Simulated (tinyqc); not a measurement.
p-n diode, drift-diffusion by the Gummel loop with Scharfetter-Gummel fluxes: one step of the calculation.

Abrupt junction at x = 0, p side from -Lp, n side to Ln, ohmic contacts. psi is counted from the intrinsic level; n = ni exp((psi - phin)/Vt), p = ni exp((phip - psi)/Vt). Contacts: p side psi = V - Vt ln(Na/ni), p = Na, n = ni^2/Na; n side psi = Vt ln(Nd/ni), n = Nd, p = ni^2/Nd. Constant mobilities, D = mu Vt, Boltzmann statistics, SRH recombination through a mid-gap level, U = (n p - ni^2)/(tp (n + ni) + tn (p + ni)). Current is positive from the p contact to the n contact.

Question. Poisson equation. With phin and phip held, solve a_i (psi_(i+1) - psi_i) - a_(i-1) (psi_i - psi_(i-1)) + q w_i (p_i - n_i + C_i) = 0 for the inner nodes by Newton steps to convergence; a_i = eps0 eps_r/h_i, h_i = x_(i+1) - x_i, w_i = (h_(i-1) + h_i)/2, C = -Na or +Nd.

Values chosen for this exercise; band and dielectric values those of a made-up semiconductor:
```
symbol,value,unit,meaning
T,350,K,temperature
eps_r,12.5,,relative permittivity
Na,7.7e17,cm^-3,acceptor density of the p side
Nd,5.7e16,cm^-3,donor density of the n side
V,0.37,V,bias of the p contact
```

Constants: q = 1.602176634e-19 C, kB = 1.380649e-23 J/K, Vt = kB T/q, eps0 = 8.8541878128e-14 F/cm where lengths are in cm. Results are converted to the units shown.

x, node 0 to 12 (nm): [-420, -237, -129, -66, -28.6, -6.5, 6.5, 40.8, 131, 369, 996, 2650, 7000]
ni = 6.5170895e11 cm^-3
phin at the start, node 0 to 12 (V): [0.37, 0, 0, 0, 0, 0, 0, 0, 0, 0, 0, 0, 0]
phip at the start, node 0 to 12 (V): [0.37, 0.37, 0.37, 0.37, 0.37, 0.37, 0.37, 0.37, 0.37, 0.37, 0.37, 0.37, 0]

Wanted: psi; n after Poisson; p after Poisson.

Answer.

psi, node 0 to 12 (V): [-0.05172, -0.05172, -0.05172, -0.05171, -0.05115, -0.03719, 0.06819, 0.26235, 0.34121, 0.34319, 0.34320, 0.34320, 0.34320]
n after Poisson, node 0 to 12 (cm^-3): [5.5159e5, 1.1732e11, 1.1732e11, 1.1735e11, 1.1955e11, 1.8988e11, 6.2515e12, 3.9066e15, 5.3357e16, 5.6988e16, 5.7002e16, 5.7002e16, 5.7000e16]
p after Poisson, node 0 to 12 (cm^-3): [7.7000e17, 7.7000e17, 7.7000e17, 7.6980e17, 7.5568e17, 4.7576e17, 1.4451e16, 2.3125e13, 1.6931e12, 1.5852e12, 1.5848e12, 1.5848e12, 7.4513e6]

Computed by the program tinyqc: `OMP_NUM_THREADS=1 python tinyqc.py 2240052 2240053 out.jsonl`, one thread of a shared Intel Xeon 2.30GHz, about 0.2 s for the whole run.
